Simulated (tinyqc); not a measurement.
# Field from the level spacing

Question. In a triangular well E_k = a_k (C F^2/mz1)^(1/3), a_1 = 2.338107, a_2 = 4.087949, C = hbar^2/(2 m0), F in eV/nm (1 MV/cm = 0.1 eV/nm). Find F, E_1, the mean distance 2 E_1/(3 F) of the lowest level and the sheet charge eps0 eps_r F/q behind such a field.

Values chosen for this exercise: relative permittivity eps_r = 11.6; mass along z of valley set A (2 valley(s)) mz1 = 0.922 m0.

Constants: q = 1.602176634e-19 C, hbar = 1.054571817e-34 J s, m0 = 9.1093837015e-31 kg, eps0 = 8.8541878128e-14 F/cm where lengths are in cm, hbar^2/(2 m0) = 0.0380998212 eV nm^2. Results are converted to the units shown.

spacing of the two lowest levels = 157.62700 meV

Answer. The spacing over a_2 - a_1 is the energy scale (C F^2/mz1)^(1/3), which gives F.

F = 1.33 MV/cm
E_1 = 211 meV
mean distance = 1.06 nm
sheet charge over q = 8.53e12 cm^-2

Numbers from tinyqc (`OMP_NUM_THREADS=1 python tinyqc.py 2160077 2160078 out.jsonl`; about 1 s on one thread of a shared Intel Xeon 2.30GHz).
